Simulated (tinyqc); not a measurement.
Thin-film transistor with exponential tail and deep states, accumulation layer: one step of the calculation.

An undoped film in accumulation, thicker than the space-charge layer. With band bending psi the Fermi level lies E0 - psi below the band edge. Free electrons n = n0 exp(psi/Vt) carry the current; electrons in two exponential distributions of traps, a = a0 exp(psi/Va) and d = d0 exp(psi/Vp), do not. Linear regime, ohmic contacts, traps in equilibrium.

Task. Surface potential by Newton steps. Va = kB Tt/q, Vp = kB Td/q. G(psi) = sum over the three kinds of c0 [V (exp(psi/V) - 1) - psi], field F = sqrt(2 q G/(eps0 eps_r)); Vg = psi + eps0 eps_r F/Ci at the surface. f = psi + eps0 eps_r F/Ci - Vg, f' = 1 + q rho/(Ci F) with rho = sum c0 (exp(psi/V) - 1); psi(new) = psi - f/f'.

Values chosen for this exercise; values close to those of an organic semiconductor: temperature T = 290 K; relative permittivity of the semiconductor eps_r = 3.2; characteristic temperature of the tail Tt = 390 K; characteristic temperature of the deep states Td = 910 K; gate capacitance Ci = 35 nF/cm^2; gate voltage above flat band Vg = 11 V.

Constants: q = 1.602176634e-19 C, kB = 1.380649e-23 J/K, Vt = kB T/q, eps0 = 8.8541878128e-14 F/cm where lengths are in cm. Results are converted to the units shown.

psi at the start = 0.42 V
n0 = 1.0105296e11 cm^-3
a0 = 6.7938274e13 cm^-3
d0 = 4.0760777e14 cm^-3

Wanted: F; f; f'; psi after iteration 1.

Result.

F = 869.0 kV/cm
f = -3.545 V
f' = 107.8
psi after iteration 1 = 0.4529 V

Program tinyqc, `OMP_NUM_THREADS=1 python tinyqc.py 2610142 2610143 out.jsonl`; Intel Xeon 2.30GHz, shared host, one thread, about 0.03 s.
